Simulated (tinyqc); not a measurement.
Worked calculation: coupled-perturbed Hartree-Fock on RHF in the 6-31g basis, for H2, spin multiplicity 1. One step of it, computed by the program tinyqc.

Task: Response to a field: uncoupled start. Field along z; U_ai = -mu_ai / (e_a - e_i), alpha = -4 sum U_ai mu_ai.

orbital energies (hartree): MO1 -0.514955, MO2 0.152623, MO3 0.931191, MO4 1.129722

dipole integrals <a|z|i> (bohr):
```
           i1
a2  -1.265854
a3   0.000000
a4   0.051592
```

Give: uncoupled U; uncoupled polarisability.

Result:

uncoupled U:
```
         i1
a2   1.8962
a3   0.0000
a4  -0.0314
```

uncoupled polarisability = 9.6077 bohr^3
